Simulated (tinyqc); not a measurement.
Longitudinal sound in a periodic multilayer: transfer matrices, stop bands and folded phonons: one step, computed by the program tinyqc. Command: `OMP_NUM_THREADS=1 python tinyqc.py 3011768 3011769 out.jsonl multilayer walk`. One thread of a shared host (Intel(R) Xeon(R) Processor @ 2.30GHz), about 0.01 s of CPU time with the checks.

Layers 1 and 2 repeat with period d = d_1 + d_2; waves travel normal to the layers, without loss. State vector (u, s): displacement u and stress divided by omega. Impedances Z = rho v are in 1e6 kg/(m^2 s).

Question. Transmission through N periods. A layer maps (u, s) by [[cos p, sin p/Z], [-Z sin p, cos p]], p = 2 pi f d_i/v_i; one period is M = M_2 M_1, and cos(q d) = trace(M)/2. For N periods A = M^N. A wave comes from a thick layer of material 1 and leaves into the substrate (Z_s): transmitted power T = 4 Z_1 Z_s/|Z_1 A_22 + Z_s A_11 - i (Z_1 Z_s A_12 - A_21)|^2, reflected power R = 1 - T.

Inputs (values chosen for the exercise, modelled on silica (layer 1), platinum (layer 2) and silica (substrate)):
```
quantity       value  unit
velocity v_1    6010   m/s
thickness d_1   14.9    nm
velocity v_2    4060   m/s
thickness d_2   10.2    nm
periods N         20     -
frequency f      126   GHz
```

M:
```
            1            2
1  0.02713479  -0.03298368
2    34.77530    -5.418045
```

Z_2 = 85.666

Z_1 = 12.9816

Z of the substrate = 12.9285

Give: A = M^N; transmitted power T; T in decibel.

Answer.

A = M^N:
```
             1           2
1  -9.1109e+12  1.3691e+12
2  -1.4435e+15  2.1691e+14
```

transmitted power T = 6.6606e-29

T in decibel = -281.76 dB
